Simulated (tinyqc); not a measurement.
# Voltage acceleration of oxide breakdown, four models on the same data: effect of the use temperature

Field E = V/tox in MV/cm. Models: ln(t63/1 s) = a - c X with X = E (E model), -1/E (1/E model), ln V (power law, c the exponent n) or sqrt(E).

With a and c fitted to the stress data, the voltage for ten years solves a - c X + ln(temperature factor times ks) = ln 3.15576e8; temperature factor exp[(Ea q/kB)(1/Tu - 1/Ts)].

Inputs (values chosen for the exercise): oxide thickness tox = 2.2 nm; stress temperature Ts = 398 K; activation energy Ea = 0.98 eV; factor for area and percentile ks = 3.3e-6.

Constants: q = 1.602176634e-19 C, kB = 1.380649e-23 J/K. Results are converted to the units shown.

```
model         c         a
E       3.64099   43.2187
1/E     406.991  -34.2292
power   38.6649   37.1330
sqrt E  23.7560   81.8533
```

Effect of the use temperature:
columns A: Tu (K); B: temperature factor; C: V for ten years, E (V); D: V for ten years, 1/E (V); E: V for ten years, power (V); F: V for ten years, sqrt E (V)
```
A          B       C      D      E       F
273  4.808e5   1.457  1.679  1.594   1.535
298  1.460e4   1.246  1.575  1.456   1.369
328    445.0   1.035  1.484  1.330   1.212
358    24.35  0.8592  1.416  1.234   1.089
378    4.535  0.7576  1.379  1.182   1.021
398    1.000  0.6663  1.348  1.136  0.9614
423   0.1847  0.5643  1.315  1.088  0.8972
```

The temperature factor falls from 4.81e5 to 0.185, and the allowed voltage by 61.3 % in the E model and 21.7 % in the 1/E model: the steeper a model is near use conditions, the less voltage a given factor in time costs.

Range of the model: All four laws are empirical fits; none is established far below the stress range.

Program tinyqc, `OMP_NUM_THREADS=1 python tinyqc.py 2070165 2070166 out.jsonl`; Intel Xeon 2.30GHz, shared host, one thread, about 0.01 s.
